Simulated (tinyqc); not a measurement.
# Thermionic emission over a Gaussian spread of barriers: effect of temperature

Metal on an n-type semiconductor with one parabolic valley; V > 0 is forward bias (metal positive). Patches of barrier height b are spread as a Gaussian with mean phi - r2 V and variance sg^2 + r3 V; each carries A* T^2 exp(-b/Vt) [exp(V/Vt) - 1].

A* = 4 pi q me m0 kB^2/h^3 (times 1e-4 for A/(cm^2 K^2)). The mean of exp(-b/Vt) gives the apparent barrier phi_ap(V) = phi - r2 V - (sg^2 + r3 V)/(2 Vt), J = A* T^2 exp(-phi_ap/Vt) [exp(V/Vt) - 1], and 1/n = 1 + r2 + r3/(2 Vt). J0 = A* T^2 exp(-phi_ap(0)/Vt); the current at zero bias is centred on b = phi - sg^2/Vt.

Parameters, values chosen for the exercise; band and dielectric values close to those of indium phosphide: electron mass me = 0.0812 m0; barrier height seen from the metal phi = 1.07 eV; standard deviation of the barrier heights sg = 0.042 eV; shift of the mean barrier per volt, with its sign reversed (rho2) r2 = -0.015; change of sg^2 per volt (rho3) r3 = -0.0016 V.

Constants: q = 1.602176634e-19 C, kB = 1.380649e-23 J/K, h = 6.62607015e-34 J s, m0 = 9.1093837015e-31 kg, Vt = kB T/q. Results are converted to the units shown.

Results:
```
T (K)  phi_ap(0) (eV)      n  J0 (A/cm^2)  barrier that carries most current (eV)
100            0.9676  1.121    1.667e-44                                  0.8653
140            0.9969  1.089    2.484e-31                                  0.9238
180             1.013  1.071    1.359e-23                                  0.9563
260             1.031  1.053    6.946e-15                                  0.9913
300             1.036  1.048    3.480e-12                                   1.002
350             1.041  1.043     1.234e-9                                   1.012
400             1.044  1.040     1.083e-7                                   1.019
```

Estimate the missing row, T = 220 K.

Computed row:
```
T (K)  phi_ap(0) (eV)      n  J0 (A/cm^2)  barrier that carries most current (eV)
220             1.023  1.061    1.692e-18                                  0.9770
```

With this row back in the table: The apparent barrier rises from 0.968 to 1.04 eV and n falls from 1.12 to 1.04. A Richardson plot, ln(J0/T^2) against 1/Vt, has the slope -0.895 eV between the first two rows and -1.02 eV between the last two, against phi = 1.07 eV: the plot bends, because cold electrons seek the low patches. In 2 of the 8 rows sg exceeds 3 Vt, so the current comes from more than three deviations below the mean, a tiny share of the area that a Gaussian of independent patches describes poorly.

Program tinyqc, `OMP_NUM_THREADS=1 python tinyqc.py 2640078 2640079 out.jsonl`; Intel Xeon 2.30GHz, shared host, one thread, about 0.01 s.
